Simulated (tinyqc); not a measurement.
Gate sheet resistance from two finger widths.

Question. At low frequency R = Rsh Wf/(3 L) + B/Wf, where B collects the channel and vertical terms. Find Rsh, B and the width of lowest R.

Parameters, values chosen for the exercise: channel length L = 0.76 um.

input resistance of single fingers, contacted at one end, of width 0.83 and 4.6 um (ohm): 48.383164  61.430206

Solution. R Wf is a straight line in Wf^2; the minimum of R lies where both terms are equal.

Rsh = 27.00 ohm/square
B = 32.00 ohm um
width of lowest R = 1.644 um

Program tinyqc, `OMP_NUM_THREADS=1 python tinyqc.py 2262041 2262042 out.jsonl`; Intel Xeon 2.30GHz, shared host, one thread, about 0.01 s.
